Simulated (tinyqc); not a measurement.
Worked calculation: Hubbard ring of 4 sites. One step of it, computed by the program tinyqc.

Problem. Mean-field iteration 1. H(up) = T + U n(down), H(down) = T + U n(up); fill the lowest levels; n(new) = n + mixing (n(out) - n); E = tr T (rho up + rho down) + U sum n_up n_down of the output.

one-body matrix (hopping and site energies) (eV), order 1, 2, 3, 4:
```
[[0.000000, -0.700000, 0.000000, -0.700000],
 [-0.700000, 0.000000, -0.700000, 0.000000],
 [0.000000, -0.700000, 0.000000, -0.700000],
 [-0.700000, 0.000000, -0.700000, 0.000000]]
```

U = 5.800000 eV

electrons, up and down: [2, 2]

mixing = 0.500000

n(up) at the start (a guess, not normalised): [0.950000, 0.050000, 0.950000, 0.050000]

n(down) at the start (a guess): [0.050000, 0.950000, 0.050000, 0.950000]

Give: levels, up; levels, down; energy; n(up) after iteration 1; n(down) after iteration 1.

Solution.

levels, up (eV): [-0.0618, 0.2900, 5.5100, 5.8618]

levels, down (eV): [-0.0618, 0.2900, 5.5100, 5.8618]

energy = -0.6551 eV

n(up) after iteration 1: [0.9602, 0.0398, 0.9602, 0.0398]

n(down) after iteration 1: [0.0398, 0.9602, 0.0398, 0.9602]
